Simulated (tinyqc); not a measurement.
Worked calculation: band offset of a heterojunction with an interface dipole (two-band chains, self-consistent charge). Values are carried at full precision from step to step, so a last printed digit may differ when a step is redone from the rounded ones.

Sites alternate A, C. Left: A at -G1/2, C at +G1/2, hopping -t1; right: A at D - G2/2, C at D + G2/2, hopping -t2; the bonds across the two interfaces of a ring (C left to A right, C right to A left) have -sqrt(t1 t2). D is the offset of the mid-gaps, so Ev(right) - Ev(left) = D - (G2 - G1)/2 and Ec(right) - Ec(left) = D + (G2 - G1)/2. The closing bond has its sign reversed (antiperiodic ring). Half the levels are filled with two electrons each. The charge moved is q = (electrons on the left) less one a site; the mean over the two interfaces, q/2, is taken as the charge that crosses each, and its dipole opposes the offset: D = D0 - u q/2.

Inputs chosen for the exercise (gaps near those of Si and HfO2; the chains and D0 are free models, so the offsets are not those of the real pair; the results hold for these values, not for the real material):
```
symbol  value  unit  meaning
G1      1.12   eV    gap on the left
G2      5.61   eV    gap on the right
t1      1.76   eV    hopping on the left
t2      2.21   eV    hopping on the right
D0      0.68   eV    mid-gap of the right side above that of the left, without dipole
n       3            cells a side in the small ring
u       8      eV    potential step per electron moved across
mx      0.5          mixing
```

## The small ring at D = D0

Fill in H.

H (eV):
```
         AL1      CL1      AL2      CL2      AL3      CL3      AR1      CR1      AR2      CR2      AR3      CR3
AL1  -0.5600  -1.7600        0        0        0        0        0        0        0        0        0   1.9722
CL1  -1.7600   0.5600  -1.7600        0        0        0        0        0        0        0        0        0
AL2        0  -1.7600  -0.5600  -1.7600        0        0        0        0        0        0        0        0
CL2        0        0  -1.7600   0.5600  -1.7600        0        0        0        0        0        0        0
AL3        0        0        0  -1.7600  -0.5600  -1.7600        0        0        0        0        0        0
CL3        0        0        0        0  -1.7600   0.5600  -1.9722        0        0        0        0        0
AR1        0        0        0        0        0  -1.9722  -2.1250  -2.2100        0        0        0        0
CR1        0        0        0        0        0        0  -2.2100   3.4850  -2.2100        0        0        0
AR2        0        0        0        0        0        0        0  -2.2100  -2.1250  -2.2100        0        0
CR2        0        0        0        0        0        0        0        0  -2.2100   3.4850  -2.2100        0
AR3        0        0        0        0        0        0        0        0        0  -2.2100  -2.1250  -2.2100
CR3   1.9722        0        0        0        0        0        0        0        0        0  -2.2100   3.4850
```

## Levels and site charges

Diagonalise, fill the lower half with two electrons each, and sum the electrons on the left (L) less one a site.

levels (eV): -4.3824  -3.8694  -3.0643  -2.9467  -1.9549  -1.0265  1.1700  2.2352  3.1952  4.0715  4.9880  5.6641

electrons on the sites: AL1 1.4578, CL1 0.6695, AL2 1.3568, CL2 0.6648, AL3 1.3572, CL3 0.5871, AR1 1.6243, CR1 0.2865, AR2 1.7055, CR2 0.2872, AR3 1.7019, CR3 0.3015

q = 0.0932 electrons

Electrons move to the left, the side whose mid-gap lies lower.

## Self-consistent offset

From here on the ring has 24 cells a side.

Start at D = D0; D(out) = D0 - u q(D)/2; D(new) = D + mx (D(out) - D); stop when |D(out) - D| < 1e-7 eV.

Iterations:
```
i    D (eV)        q  D(out) (eV)  D(out) - D
0   0.68000  0.09503      0.29986      -0.380
1   0.48993  0.06776      0.40895     -0.0810
2   0.44944  0.06205      0.43180     -0.0176
3   0.44062  0.06081      0.43676    -0.00386
4   0.43869  0.06054      0.43784   -0.000845
5   0.43827  0.06048      0.43808   -0.000185
6   0.43817  0.06047      0.43813   -4.06e-05
7   0.43815  0.06046      0.43814   -8.88e-06
8   0.43815  0.06046      0.43815   -1.95e-06
9   0.43815  0.06046      0.43815   -4.26e-07
10  0.43815  0.06046      0.43815   -9.34e-08
```

D = 0.4381 eV

Converged at i = 10: the dipole removes 36 % of the starting offset.

## Linear response

chi = (q(+h) - q(-h))/(2h) at D = 0 with h = 0.01 eV; S = 1/(1 + u chi/2); linear estimate D = S D0.

chi = 0.13676 1/eV
S = 0.6464
linear estimate of D = 0.4395 eV

The self-consistent value is 0.4381 eV, -1.4 meV from the estimate. At D = 0 no net charge crosses: the mid-gaps are the neutrality levels of these symmetric chains.

## The line-up

Ev(right) - Ev(left) = D - (G2 - G1)/2 and Ec(right) - Ec(left) = D + (G2 - G1)/2, for D0, for the self-consistent D and for D = 0. Type I: the offsets have opposite signs; type III: one valence edge lies above the other conduction edge; else type II.

Offsets (eV):
```
case                           D  valence  conduction                 type
no dipole                  0.680   -1.565       2.925  type I (straddling)
self-consistent            0.438   -1.807       2.683  type I (straddling)
neutrality levels aligned  0.000   -2.245       2.245  type I (straddling)
```

The dipole shifts both offsets alike and leaves the type.

## Checks

- q at D = 0 against zero, as particle-hole symmetry demands: both 0.000000.
- q at the self-consistent D on 24 against 48 cells a side: both 0.0605.

Computed by tinyqc, a small Python program: `OMP_NUM_THREADS=1 python tinyqc.py 1450429 1450430 out.jsonl` (the numbers bound the seed that draws the inputs); one thread of a shared host (Intel(R) Xeon(R) Processor @ 2.30GHz), about 0.3 s for the whole set of steps.
